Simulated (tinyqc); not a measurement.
Worked calculation: Pariser-Parr-Pople SCF with singles CI, for the molecule O=C1C=CC(=O)C(Cl)=C1 (SMILES; centres numbered as the heavy atoms are written). Computed by tinyqc, a small Python program that keeps every step. Settings: charge = 0, gamma = Ohno, start = core, damping = 0.3, iteration cap = 51, excitations kept = 9. Command: `OMP_NUM_THREADS=1 python tinyqc.py 29478 29479 out.jsonl` (the two numbers bound the seeds that draw the settings). One thread of a shared host (Intel(R) Xeon(R) Processor @ 2.60GHz), about 0.01 s of CPU time with the checks. Later iterations appear only in the table of the cycle.

## PPP integrals

Centres (angstrom, eV; a flat drawing with bonds scaled to 1.40 angstrom):
```
centre,x,y,core charge z,W,gamma_rr
1O,2.939000,-0.411000,1,17.700000,15.200000
2C,1.576000,-0.092000,1,11.160000,11.130000
3C,1.171000,1.248000,1,11.160000,11.130000
4C,-0.193000,1.567000,1,11.160000,11.130000
5C,-1.150000,0.546000,1,11.160000,11.130000
6O,-2.514000,0.865000,1,17.700000,15.200000
7C,-0.745000,-0.794000,1,11.160000,11.130000
8Cl,-1.703000,-1.815000,2,26.000000,13.000000
9C,0.618000,-1.113000,1,11.160000,11.130000
```

Resonance integrals (eV):
```
i,j,beta
1,2,-2.510000
2,3,-2.390000
3,4,-2.390000
4,5,-2.390000
5,6,-2.510000
5,7,-2.390000
7,8,-1.590000
7,9,-2.390000
9,2,-2.390000
```

Ohno: gamma = 14.399645/sqrt(R^2 + a^2), a = 2 x 14.399645/(gamma_rr + gamma_ss); H_rr = -W_r - sum_(s != r) z_s gamma_rs; H_rs = beta for bonds.

repulsion gamma_rs (eV):
```
,1O,2C,3C,4C,5C,6O,7C,8Cl,9C
1O,15.200000,8.105706,5.413835,3.728143,3.318196,2.535210,3.728563,2.905474,5.413169
2C,8.105706,11.130000,7.554252,5.238667,4.668924,3.317476,5.239290,3.700128,7.553649
3C,5.413835,7.554252,11.130000,7.551517,5.239290,3.727643,4.668262,3.297756,5.239191
4C,3.728143,5.238667,7.551517,11.130000,7.555640,5.413169,5.239574,3.700439,4.668433
5C,3.318196,4.668924,5.239290,7.555640,11.130000,8.102207,7.554252,5.327875,5.239893
6O,2.535210,3.317476,3.727643,5.413169,8.102207,15.200000,5.412482,4.831368,3.728143
7C,3.728563,5.239290,4.668262,5.239574,7.554252,5.412482,11.130000,7.826980,7.554351
8Cl,2.905474,3.700128,3.297756,3.700439,5.327875,4.831368,7.826980,13.000000,5.327979
9C,5.413169,7.553649,5.239191,4.668433,5.239893,3.728143,7.554351,5.327979,11.130000
```

core matrix H (eV):
```
,1O,2C,3C,4C,5C,6O,7C,8Cl,9C
1O,-55.753770,-2.510000,0.000000,0.000000,0.000000,0.000000,0.000000,0.000000,0.000000
2C,-2.510000,-60.238221,-2.390000,0.000000,0.000000,0.000000,0.000000,0.000000,-2.390000
3C,0.000000,-2.390000,-57.149502,-2.390000,0.000000,0.000000,0.000000,0.000000,0.000000
4C,0.000000,0.000000,-2.390000,-57.956022,-2.390000,0.000000,0.000000,0.000000,0.000000
5C,0.000000,0.000000,0.000000,-2.390000,-63.494151,-2.510000,-2.390000,0.000000,0.000000
6O,0.000000,0.000000,0.000000,0.000000,-2.510000,-59.599065,0.000000,0.000000,0.000000
7C,0.000000,0.000000,0.000000,0.000000,-2.390000,0.000000,-66.210734,-1.590000,-2.390000
8Cl,0.000000,0.000000,0.000000,0.000000,0.000000,0.000000,-1.590000,-62.917999,0.000000
9C,0.000000,-2.390000,0.000000,0.000000,0.000000,0.000000,-2.390000,0.000000,-61.212787
```

## Starting guess

pi electrons, sum of z_r less the charge = 10

Orbitals of the core matrix H.

P at the start:
```
,1O,2C,3C,4C,5C,6O,7C,8Cl,9C
1O,0.119140,0.364683,0.188788,0.097658,-0.011226,-0.014652,-0.092333,0.043646,0.187468
2C,0.364683,1.128962,0.545216,0.254757,-0.044201,-0.033673,-0.189207,0.066087,0.667053
3C,0.188788,0.545216,0.653369,0.592026,0.101604,-0.394416,-0.021684,0.018132,-0.172527
4C,0.097658,0.254757,0.592026,0.699999,0.470048,-0.263867,0.048136,-0.036748,-0.436839
5C,-0.011226,-0.044201,0.101604,0.470048,1.458615,0.706665,0.196701,-0.062403,-0.119844
6O,-0.014652,-0.033673,-0.394416,-0.263867,0.706665,0.940440,-0.343624,0.117426,0.372388
7C,-0.092333,-0.189207,-0.021684,0.048136,0.196701,-0.343624,1.833577,0.059329,0.312649
8Cl,0.043646,0.066087,0.018132,-0.036748,-0.062403,0.117426,0.059329,1.978493,-0.115744
9C,0.187468,0.667053,-0.172527,-0.436839,-0.119844,0.372388,0.312649,-0.115744,1.187404
```

## Iteration 1: Fock matrix

F_rr = H_rr + P_rr gamma_rr / 2 + sum_(s != r) P_ss gamma_rs; F_rs = H_rs - P_rs gamma_rs / 2; E = tr P (H + F) / 2 + core repulsion sum_(r<s) z_r z_s gamma_rs.

F (eV):
```
,1O,2C,3C,4C,5C,6O,7C,8Cl,9C
1O,-13.313470,-3.988005,-0.511033,-0.182041,0.018625,0.018573,0.172135,-0.063406,-0.507397
2C,-3.988005,-8.560448,-4.449348,-0.667293,0.103186,0.055854,0.495656,-0.122265,-4.909343
3C,-0.511033,-4.449348,-6.601004,-4.625347,-0.266166,0.735120,0.050613,-0.029898,0.451952
4C,-0.182041,-0.667293,-4.625347,-4.184865,-4.165757,0.714179,-0.126106,0.067992,1.019676
5C,0.018625,0.103186,-0.266166,-4.165757,-2.764481,-5.372773,-3.132964,0.166238,0.313984
6O,0.018573,0.055854,0.735120,0.714179,-5.372773,-6.451785,0.929928,-0.283664,-0.694158
7C,0.172135,0.495656,0.050613,-0.126106,-3.132964,0.929928,-2.365346,-1.822184,-3.570932
8Cl,-0.063406,-0.122265,-0.029898,0.067992,0.166238,-0.283664,-1.822184,-7.796610,0.308342
9C,-0.507397,-4.909343,0.451952,1.019676,0.313984,-0.694158,-3.570932,0.308342,-3.199216
```

pi energy = -138.593547 eV

## Iteration 1: orbitals and new P

Diagonalise F (the basis is taken as orthonormal) and form P = 2 sum c c over the lowest orbitals; 0.3 of the old P is kept.

orbital energies (eV): -17.385786  -11.897385  -10.497067  -8.967852  -8.080324  -5.019524  -0.318850  1.765768  5.163794

P after iteration 1:
```
,1O,2C,3C,4C,5C,6O,7C,8Cl,9C
1O,1.389400,0.254980,-0.010760,0.016785,-0.003987,0.044195,-0.146062,0.073322,-0.073536
2C,0.254980,1.192490,0.495882,0.069072,-0.070167,-0.054927,0.075079,-0.084289,0.748928
3C,-0.010760,0.495882,0.932341,0.730496,0.111836,-0.345089,-0.045208,-0.001023,-0.143614
4C,0.016785,0.069072,0.730496,0.799770,0.439550,-0.040801,-0.024420,0.032471,-0.410259
5C,-0.003987,-0.070167,0.111836,0.439550,1.013936,0.809251,0.191284,0.015709,-0.054387
6O,0.044195,-0.054927,-0.345089,-0.040801,0.809251,1.093236,0.044988,-0.107991,0.257475
7C,-0.146062,0.075079,-0.045208,-0.024420,0.191284,0.044988,0.799857,0.419890,0.321404
8Cl,0.073322,-0.084289,-0.001023,0.032471,0.015709,-0.107991,0.419890,1.832060,-0.019586
9C,-0.073536,0.748928,-0.143614,-0.410259,-0.054387,0.257475,0.321404,-0.019586,0.946909
```

## Iteration 2: Fock matrix

As before.

F (eV):
```
,1O,2C,3C,4C,5C,6O,7C,8Cl,9C
1O,-7.932033,-3.543397,0.029127,-0.031288,0.006614,-0.056022,0.272300,-0.106517,0.199032
2C,-3.543397,-4.624138,-4.263008,-0.180923,0.163801,0.091109,-0.196681,0.155940,-5.218569
3C,0.029127,-4.263008,-5.267024,-5.148176,-0.292971,0.643184,0.105522,0.001688,0.376212
4C,-0.031288,-0.180923,-5.148176,-6.068042,-4.050541,0.110430,0.063975,-0.060079,0.957633
5C,0.006614,0.163801,-0.292971,-4.050541,-7.123433,-5.788357,-3.112503,-0.041848,0.142491
6O,-0.056022,0.091109,0.643184,0.110430,-5.788357,-11.081368,-0.121749,0.260872,-0.479952
7C,0.272300,-0.196681,0.105522,0.063975,-3.112503,-0.121749,-6.718964,-3.233236,-3.603998
8Cl,-0.106517,0.155940,0.001688,-0.060079,-0.041848,0.260872,-3.233236,-14.536715,0.052177
9C,0.199032,-5.218569,0.376212,0.957633,0.142491,-0.479952,-3.603998,0.052177,-5.603905
```

pi energy = -148.860184 eV

## Iteration 2: orbitals and new P

As before.

orbital energies (eV): -16.838401  -15.465403  -13.404880  -11.233788  -8.655688  -5.761649  -1.174796  0.183525  3.395458

P after iteration 2:
```
,1O,2C,3C,4C,5C,6O,7C,8Cl,9C
1O,1.376088,0.520826,0.071716,-0.107871,-0.129310,0.240129,-0.384498,0.168473,-0.061845
2C,0.520826,0.940721,0.419825,0.071877,-0.056427,-0.072150,0.145150,-0.101058,0.646168
3C,0.071716,0.419825,0.860001,0.789244,0.163532,-0.335259,-0.029326,-0.022690,-0.058178
4C,-0.107871,0.071877,0.789244,0.943484,0.450861,-0.081669,-0.038451,0.024037,-0.327680
5C,-0.129310,-0.056427,0.163532,0.450861,0.871644,0.789233,0.250826,0.008040,-0.008016
6O,0.240129,-0.072150,-0.335259,-0.081669,0.789233,1.298006,0.037829,-0.092856,0.043659
7C,-0.384498,0.145150,-0.029326,-0.038451,0.250826,0.037829,0.836838,0.368589,0.596593
8Cl,0.168473,-0.101058,-0.022690,0.024037,0.008040,-0.092856,0.368589,1.868244,-0.135752
9C,-0.061845,0.646168,-0.058178,-0.327680,-0.008016,0.043659,0.596593,-0.135752,1.004974
```

## Iteration 3: Fock matrix

As before.

F (eV):
```
,1O,2C,3C,4C,5C,6O,7C,8Cl,9C
1O,-9.325512,-4.620833,-0.194130,0.201079,0.214538,-0.304388,0.716813,-0.244747,0.167389
2C,-4.620833,-5.145537,-3.975732,-0.188271,0.131727,0.119677,-0.380240,0.186963,-4.830463
3C,-0.194130,-3.975732,-5.944365,-5.369995,-0.428396,0.624864,0.068451,0.037413,0.152403
4C,0.201079,-0.188271,-5.369995,-6.551039,-4.093273,0.221043,0.100735,-0.044474,0.764876
5C,0.214538,0.131727,-0.428396,-4.093273,-5.992624,-5.707263,-3.337403,-0.021418,0.021001
6O,-0.304388,0.119677,0.624864,0.221043,-5.707263,-10.447243,-0.102375,0.224311,-0.081384
7C,0.716813,-0.380240,0.068451,0.100735,-3.337403,-0.102375,-6.711338,-3.032469,-4.643438
8Cl,-0.244747,0.186963,0.037413,-0.044474,-0.021418,0.224311,-3.032469,-14.148508,0.361643
9C,0.167389,-4.830463,0.152403,0.764876,0.021001,-0.081384,-4.643438,0.361643,-6.472726
```

pi energy = -153.935398 eV

## Iteration 3: orbitals and new P

As before.

orbital energies (eV): -16.546228  -14.945318  -14.384223  -11.911537  -10.532784  -4.860412  -0.935455  0.478476  2.898590

P after iteration 3:
```
,1O,2C,3C,4C,5C,6O,7C,8Cl,9C
1O,1.395688,0.650078,0.081549,-0.170818,-0.142402,0.273396,-0.391861,0.168036,-0.061027
2C,0.650078,0.820762,0.371552,0.075313,-0.042619,-0.087535,0.162577,-0.100649,0.558182
3C,0.081549,0.371552,0.858615,0.830382,0.169032,-0.319865,-0.036169,-0.022803,-0.035907
4C,-0.170818,0.075313,0.830382,0.992248,0.427118,-0.069839,-0.043909,0.021662,-0.262591
5C,-0.142402,-0.042619,0.169032,0.427118,0.789114,0.793815,0.270343,0.006026,0.028259
6O,0.273396,-0.087535,-0.319865,-0.069839,0.793815,1.358821,0.049478,-0.088083,-0.070593
7C,-0.391861,0.162577,-0.036169,-0.043909,0.270343,0.049478,0.858685,0.338348,0.724550
8Cl,0.168036,-0.100649,-0.022803,0.021662,0.006026,-0.088083,0.338348,1.888208,-0.186372
9C,-0.061027,0.558182,-0.035907,-0.262591,0.028259,-0.070593,0.724550,-0.186372,1.037858
```

## Convergence

Stop when output and input P, before any damping, agree to 1e-7.

Course of the cycle:
```
iteration,E (eV),largest |P(out) - P(in)|
1,-138.59354675,1.81e+00
2,-148.86018436,3.93e-01
3,-153.93539786,1.85e-01
4,-156.22950154,9.64e-02
5,-157.15947917,6.79e-02
6,-157.53271748,4.69e-02
7,-157.68529939,3.20e-02
8,-157.74949642,2.17e-02
9,-157.77740331,1.47e-02
10,-157.78994521,1.00e-02
11,-157.79576356,6.83e-03
...,...,...
37,-157.80129720,1.75e-06
38,-157.80129720,1.28e-06
39,-157.80129720,9.38e-07
40,-157.80129720,6.86e-07
41,-157.80129720,5.02e-07
42,-157.80129720,3.67e-07
43,-157.80129720,2.69e-07
44,-157.80129720,1.97e-07
45,-157.80129720,1.44e-07
46,-157.80129720,1.05e-07
47,-157.80129720,7.70e-08
```

Converged in 47 iterations.

## Converged orbitals

Charges are z - P_rr.

orbital energies (eV): -16.688447  -14.983362  -14.567461  -12.567840  -11.736053  -4.141267  -0.860604  0.399736  2.599992

coefficients:
```
,MO1,MO2,MO3,MO4,MO5,MO6,MO7,MO8,MO9
1O,0.257071,0.564237,0.123769,-0.196563,0.515604,-0.404480,0.001478,-0.308656,-0.192023
2C,0.331154,0.466024,0.088954,-0.064803,0.061479,0.343219,-0.008338,0.567550,0.466139
3C,0.285249,0.252014,-0.158616,0.527582,-0.151046,0.340153,0.499515,-0.168152,-0.367847
4C,0.307142,0.045992,-0.278492,0.534765,-0.165871,-0.311069,-0.497872,-0.204899,0.354796
5C,0.412963,-0.263136,-0.310564,-0.064206,0.032614,-0.372987,0.016639,0.584640,-0.421171
6O,0.342471,-0.348930,-0.459108,-0.274033,0.421483,0.416446,-0.011754,-0.308883,0.168715
7C,0.412399,-0.194805,0.236400,-0.253175,-0.381268,-0.312113,0.501344,-0.209735,0.365898
8Cl,0.282041,-0.398233,0.689281,0.353443,0.355484,0.118618,-0.124472,0.037667,-0.066944
9C,0.333321,0.106301,0.189285,-0.353004,-0.479164,0.286527,-0.485060,-0.172451,-0.374750
```

pi charges: 1O -0.408505, 2C 0.314534, 3C 0.057611, 4C 0.025009, 5C 0.317170, 6O -0.405123, 7C 0.053261, 8Cl 0.070927, 9C -0.024884

## Singles CI, singlets

Over the 9 single excitations with the smallest orbital gaps: A = (e_a - e_i) delta + 2 (ia|jb) - (ij|ab), with (pq|rs) = sum c_mp c_mq gamma_mn c_nr c_ns. f = 2/3 w |mu|^2 in atomic units, mu = sqrt2 sum c_ia sum_m c_mi c_ma R_m.

singlet CI matrix (eV):
```
,5>6,4>6,3>6,2>6,5>7,4>7,5>8,1>6,4>8
5>6,4.262373,-0.649426,0.036041,0.032375,-0.078298,-0.428909,0.034347,0.179098,0.047804
4>6,-0.649426,3.488817,0.460562,-0.162520,0.354524,0.151161,-0.013162,0.029295,0.034272
3>6,0.036041,0.460562,5.792884,0.198236,0.057800,0.252790,0.155433,-0.004655,0.093997
2>6,0.032375,-0.162520,0.198236,6.516899,-0.020846,-0.068078,0.132079,-0.055344,-0.109362
5>7,-0.078298,0.354524,0.057800,-0.020846,5.933989,0.070289,0.066788,0.091865,0.014181
4>7,-0.428909,0.151161,0.252790,-0.068078,0.070289,6.753528,0.050217,0.201508,-0.011231
5>8,0.034347,-0.013162,0.155433,0.132079,0.066788,0.050217,7.286425,-0.013855,-0.110471
1>6,0.179098,0.029295,-0.004655,-0.055344,0.091865,0.201508,-0.013855,7.553888,0.054014
4>8,0.047804,0.034272,0.093997,-0.109362,0.014181,-0.011231,-0.110471,0.054014,7.720399
```

singlet excitation energies (eV): 3.018286  4.475294  5.709176  5.999797  6.527024  6.883288  7.313734  7.597753  7.784852

oscillator strengths: 0.020237  1.147362  0.027867  0.098752  0.007145  1.177799  0.083963  0.028484  0.180299

## Singles CI, triplets

Over the 9 single excitations with the smallest orbital gaps: A = (e_a - e_i) delta - (ij|ab), with (pq|rs) = sum c_mp c_mq gamma_mn c_nr c_ns.

triplet CI matrix (eV):
```
,5>6,4>6,3>6,2>6,5>7,4>7,5>8,1>6,4>8
5>6,1.643237,0.266281,0.408198,-0.197153,0.563532,0.721946,-0.203263,0.048798,-0.047576
4>6,0.266281,2.499445,0.304388,-0.236368,0.721946,-0.420247,-0.047576,0.179498,0.109170
3>6,0.408198,0.304388,4.915959,-0.519657,-0.096570,0.444578,-0.543456,0.409263,0.468682
2>6,-0.197153,-0.236368,-0.519657,4.808902,-0.082318,-0.344419,-1.082575,-0.128886,0.514028
5>7,0.563532,0.721946,-0.096570,-0.082318,5.149976,-0.309708,0.038266,-0.171351,0.065777
4>7,0.721946,-0.420247,0.444578,-0.344419,-0.309708,5.135116,0.065777,-0.643325,-0.021115
5>8,-0.203263,-0.047576,-0.543456,-1.082575,0.038266,0.065777,6.193814,0.076498,0.211140
1>6,0.048798,0.179498,0.409263,-0.128886,-0.171351,-0.643325,0.076498,6.417768,-0.060792
4>8,-0.047576,0.109170,0.468682,0.514028,0.065777,-0.021115,0.211140,-0.060792,7.012625
```

triplet excitation energies (eV): 1.319466  2.234735  3.593897  4.396759  5.519768  5.956505  6.743180  6.814217  7.198315
